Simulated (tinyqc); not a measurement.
## Convergence with the mesh in the empty well

In an empty well of width L and depth Vb, level k solves kw L/2 = (k - 1) pi/2 + arctan(sqrt((mw/mb)(Vb - E)/E)) with kw = sqrt(mw E/C), C = hbar^2/(2 m0). Mesh: N intervals across the well, hz = L/N, nodes at (i + 1/2) hz from an edge, mass (mw + mb)/2 on the interval that holds an interface, walls 3 L outside the edges; H_ii = C (1/m_(i-1/2) + 1/m_(i+1/2))/hz^2 + V_i, H_(i,i+1) = -C/(m_(i+1/2) hz^2). No field, no charge.

Inputs (values chosen for the exercise); material values close to those of GaN in AlGaN:
```
symbol  value  unit                       meaning
mw      0.199    m0      mass along z in the well
mb      0.253    m0  mass along z in the barriers
Vb       0.39    eV                barrier height
L          24    nm                    well width
```

Constants: q = 1.602176634e-19 C, hbar = 1.054571817e-34 J s, m0 = 9.1093837015e-31 kg, hbar^2/(2 m0) = 0.0380998212 eV nm^2. Results are converted to the units shown.

The same in every row: exact E1 (meV) = 2.888.

Result of one run:
```
N   E1 on the mesh (meV)  error (%)
32                 2.827      -2.09
```

What becomes of these results when the number of intervals N is changed from 32 to 8, all else the same?

Result of the changed run:
```
N  E1 on the mesh (meV)  error (%)
8                 2.371      -17.9
```

The whole series:
```
N    E1 on the mesh (meV)  error (%)
4                   1.832      -36.5
8                   2.371      -17.9
16                  2.690      -6.84
32                  2.827      -2.09
64                  2.871     -0.560
128                 2.883     -0.143
```

The error goes from -37 % to -0.14 %; between N = 32 and 64 it shrinks by a factor of 3.7, the 4 of a second-order scheme.

Numbers from tinyqc (`OMP_NUM_THREADS=1 python tinyqc.py 2140055 2140056 out.jsonl`; about 0.3 s on one thread of a shared Intel Xeon 2.30GHz).
